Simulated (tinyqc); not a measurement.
# Changing the valence weight f_v of the site orbital

Model: deep trap from a strong local potential in a two-band host (Koster-Slater model with semi-elliptic bands). Computed by tinyqc, a small Python program. Command: `OMP_NUM_THREADS=1 python tinyqc.py 3004166 3004167 out.jsonl deeptrap sweep`. One thread of a shared host (Intel(R) Xeon(R) Processor @ 2.30GHz), about 0.02 s of CPU time with the checks.

The valence band spans -2 W_v to 0 and the conduction band E_g to E_g + 2 W_c. The orbital at the impurity site has weight f_v in the valence band and 1 - f_v in the conduction band, each spread as a semi-ellipse (2/(pi W^2)) sqrt(W^2 - x^2) about the band centre. The impurity adds U to this orbital. Spin is left out.

Inputs (values chosen for the exercise, for a model semiconductor):
```
quantity                               value  unit
gap E_g                                0.725    eV
half-width of the valence band W_v       4.3    eV
half-width of the conduction band W_c    3.9    eV
impurity potential U                    38.2    eV
```

Impurity: repulsive, acceptor-like.

Method:
- In the gap G(E) = f_v (2/W_v^2)[x - sqrt(x^2 - W_v^2)] - (1 - f_v)(2/W_c^2)[y - sqrt(y^2 - W_c^2)], x = E + W_v, y = E_g + W_c - E.
- G falls across the gap from G(0) to G(E_g). A repulsive U binds if U > 1/G(0), an attractive one if U < 1/G(E_g); the vacancy level (U infinite) solves G(E) = 0 (bisection).
- The trap level solves G(E) = 1/U (bisection). With D = -dG/dE = D_v + D_c, D_v = f_v (2/W_v^2)[x/sqrt(x^2 - W_v^2) - 1] and D_c = (1 - f_v)(2/W_c^2)[y/sqrt(y^2 - W_c^2) - 1], the weight on the impurity orbital is 1/(U^2 D) and the conduction-band character is D_c/D.

One run for each value; columns: (1) valence weight f_v of the site orbital; (2) vacancy level (eV); (3) trap level E_t (eV); (4) repulsive threshold (eV); (5) attractive threshold (eV):
```
(1)       (2)      (3)     (4)      (5)
0.43  0.07719  0.00955  25.197   -5.570
0.48  0.22610  0.10523  12.986   -7.104
0.52  0.36471  0.22472   9.358   -9.111
0.57  0.53603  0.39785   6.936  -14.083
0.62  0.67431  0.56983   5.510  -31.006
```

What does the table show, and why?

Over the rows, vacancy level (eV) rises from 0.0772 to 0.674 (exponent d ln y / d ln x 9.8 between the first rows and 2.7 between the last); trap level E_t (eV) rises from 0.00955 to 0.570 (exponent d ln y / d ln x 22 between the first rows and 4.3 between the last); repulsive threshold (eV) falls from 25.2 to 5.51 (exponent d ln y / d ln x -6.0 between the first rows and -2.7 between the last). More valence weight in the site orbital pushes the zero of G, the vacancy level, up the gap. Left out: 0.280, 0.330, 0.670, 0.720 (the vacancy level lies outside the gap). Left out: 0.380 (the potential is below the binding threshold).

Extremes, crossings and ranges named in words are read from the listed rows.
